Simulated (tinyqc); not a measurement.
## Series resistance and length offset from two lengths at two overdrives

Problem. In strong inversion R W = Rsd + k(x)(L - dL), k(x) = (1 + th1 x)/(mu0 Cox x), x the overdrive, Cox = eps0 eox/tox, with Rsd and dL independent of x. Find dL, Rsd, mu0 and th1.

Inputs (values chosen for the exercise):
```
symbol  value  unit                                                                 meaning
eox      9.02        relative permittivity of the gate insulator (close to aluminium oxide)
tox        12    nm                                                     insulator thickness
```

Constants: eps0 = 8.8541878128e-14 F/cm where lengths are in cm. Results are converted to the units shown.

total resistance times width (ohm um):
```
                  L = 0.095 um  L = 0.77 um
overdrive 0.44 V    2847.71620   23933.4453
overdrive 0.95 V    1620.85403   13187.8250
```

Answer. At each overdrive R W is a straight line in L; the two lines cross at L = dL, R W = Rsd. Their slopes give k x = (1 + th1 x)/(mu0 Cox), a straight line in x.

dL = 0.008000 um
Rsd = 130.0 ohm um
mu0 = 130.0 cm^2/(V s)
th1 = 0.4300 1/V

Program tinyqc, `OMP_NUM_THREADS=1 python tinyqc.py 2210041 2210042 out.jsonl`; Intel Xeon 2.30GHz, shared host, one thread, about 0.01 s.
